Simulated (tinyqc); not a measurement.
From results back to parameters: recursion (Haydock) method for the local density of states: bulk site of a square lattice. Three cases, with inputs chosen for the exercise.

Problem. A local density has moments mu1 = a0, mu2 = a0^2 + b1^2 and, for a1 = a2 = 0, mu4 = a0^4 + 3 a0^2 b1^2 + b1^4 + b1^2 b2^2; b1^2 = (number of neighbours) t^2. The moments come from a hidden site.

Case 1.

Values chosen: t = 1.07 eV (hopping).

mu1, mu2, mu4 (eV^n): 0.00000  4.57960  47.18866

Case 2.

Values chosen: t = 0.57 eV (hopping).

mu1, mu2, mu4 (eV^n): 0.00000  1.29960  3.80016

Case 3.

Values chosen: t = 0.84 eV (hopping).

mu1, mu2, mu4 (eV^n): 0.00000  2.82240  17.92337

Find: a0, b1, b2; neighbours.

Solution. Take the moments in turn: mu1 gives a0, mu2 gives b1, mu4 gives b2.

Case 1.

a0, b1, b2 (eV): 0.000  2.140  2.393

neighbours = 4

Case 2.

a0, b1, b2 (eV): 0.000  1.140  1.275

neighbours = 4

Case 3.

a0, b1, b2 (eV): 0.000  1.680  1.878

neighbours = 4

Computed by tinyqc, one run a case: `OMP_NUM_THREADS=1 python tinyqc.py N N+1 out.jsonl` with N = 1451340, 1451975, 1452043; one thread of a shared Intel(R) Xeon(R) Processor @ 2.30GHz, about 0.01 s a run at most.
